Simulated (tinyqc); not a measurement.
Worked calculation: ion implantation: universal nuclear stopping, Lindhard-Scharff electronic stopping and a Gaussian range profile. Computed by tinyqc, a small Python program that keeps every step. Command: `OMP_NUM_THREADS=1 python tinyqc.py 3030887 3030888 out.jsonl implant walk`. One thread of a shared host (Intel(R) Xeon(R) Processor @ 2.30GHz), about 0.05 s of CPU time with the checks. Intermediate numbers are printed to about 7 digits and carried at full precision; extremes and crossings named in words are read from the listed rows.

An ion slows by elastic collisions with screened nuclei and by friction with electrons; channelling is ignored and the target is uniform.

Inputs (values chosen for the exercise, modelled on carbon ions in aluminium):
```
quantity                                 value     unit
ion atomic number Z1                         6        -
ion mass M1                                 12        u
target atomic number Z2                     13        -
target mass M2                           26.98        u
target density N                          60.2   1/nm^3
ion energy E                                16      keV
scale factor of electronic stopping k     0.99        -
dose Q                                 9.4e+12   1/cm^2
background C_B                         2.3e+15   1/cm^3
displacement energy E_d                     25       eV
tilt angle                                  60  degrees
screen thickness d                          11       nm
```

Follow-up: tilt and screen oxide.

## Stopping at the entry energy

Reduced energy eps = 32.53 M2 E/(Z1 Z2 (M1 + M2)(Z1^0.23 + Z2^0.23)), E in keV; s_n = ln(1 + 1.1383 eps)/(2 (eps + 0.01321 eps^0.21226 + 0.19593 eps^0.5)) for eps up to 30 and ln(eps)/(2 eps) above; S_n = 8.462 Z1 Z2 M1 s_n/((M1 + M2)(Z1^0.23 + Z2^0.23)) in 1e-15 eV cm^2. S_e = k 3.83 Z1^(7/6) Z2/(Z1^(2/3) + Z2^(2/3))^(3/2) sqrt(E/M1) in 1e-15 eV cm^2, E in keV. dE/dx = N (S_n + S_e); 1e-15 eV cm^2 = 0.1 eV nm^2.

reduced energy eps = 1.393715

s_n = 0.2898654

S_n = 17.77329 x 1e-15 eV cm^2

S_e = 17.54272 x 1e-15 eV cm^2

energy loss dE/dx = 212.6024 eV/nm

Nuclear stopping carries 50 % of the loss at entry.

## Range and straggle

Path length R = int_0^E dE'/(N (S_n + S_e)); energy lost to nuclei nu = int_0^E S_n/(S_n + S_e) dE' (both with E' = E y^3 and 64 Gauss-Legendre points in y). Estimates of Lindhard type: R_p = R/(1 + M2/(3 M1)), straggle dR_p = (2/3) R_p sqrt(M1 M2)/(M1 + M2).

path length R = 88.98060 nm

projected range R_p = 50.86221 nm

straggle dR_p = 15.65214 nm

energy lost to nuclei nu = 10.24236 keV

64 % of the energy goes to nuclei over the whole path.

## Gaussian profile

C(x) = C_p exp(-(x - R_p)^2/(2 dR_p^2)) with C_p = Q/(sqrt(2 pi) dR_p), 1 nm = 1e-7 cm; the profile falls to the background at x_j = R_p + dR_p sqrt(2 ln(C_p/C_B)); the peak atomic fraction is C_p/N.

peak concentration C_p = 2.395875e+18 1/cm^3

Depth x_j where C falls to C_B = 109.2117 nm

peak atomic fraction = 3.979859e-05

## Damage

Kinchin-Pease count with efficiency 0.8: N_d = 0.8 nu/(2 E_d), taking all of nu as damage energy (an upper estimate, as recoils also lose energy to electrons). Spread over a depth R_p + dR_p, displacements per atom = Q N_d/(N (R_p + dR_p)).

displacements per ion N_d = 163.8778

displacements per atom = 0.003847124

One displacement per atom would need a dose of 2.4e15 per cm^2 if no defects annealed.

## Tilt and screen

Depths scale with cos(tilt): R_p cos and dR_p cos (lateral straggle ignored); the screen stops like the target. Fraction in the substrate = (1/2) erfc((d - R_p cos)/(sqrt2 dR_p cos)); peak depth below the screen = R_p cos - d.

fraction in the substrate = 0.9674069

peak depth below the screen = 14.43110 nm

3.3 % of the dose does not reach the substrate.

## Nuclear against electronic stopping over energy

The formulas are those given above.

Stopping (1e-15 eV cm^2) and range:
```
E (keV)           eps       S_n       S_e    R (nm)       nu/E
1        8.710722e-02  18.96837   4.38568    11.248  0.8422255
2        1.742144e-01  20.92089   6.20229    17.777  0.8164873
5        4.355361e-01  21.43398   9.80668    34.645  0.7621111
10       8.710722e-01  19.79861  13.86874    60.116  0.6981401
20       1.742144e+00  16.62407  19.61336   107.551  0.6081910
50       4.355361e+00  11.44104  31.01144   234.308  0.4527137
100      8.710722e+00   7.87094  43.85680   410.859  0.3268287
200      1.742144e+01   5.09709  62.02289   690.605  0.2165688
500      4.355361e+01   2.65655  98.06679  1284.842  0.1128605
```

Nuclear stopping peaks near 5 keV among these rows (eps = 0.44; the universal curve peaks near 0.3). Electronic stopping overtakes it between 10 and 20 keV. The path length grows as E^0.66 at the low end and E^0.68 at the high end; constant stopping would give E^1, and stopping that rises with E, be it nuclear (below its peak) or electronic, gives a lower exponent.

Checks made by the program: range against adaptive quadrature (relative difference 2e-06).
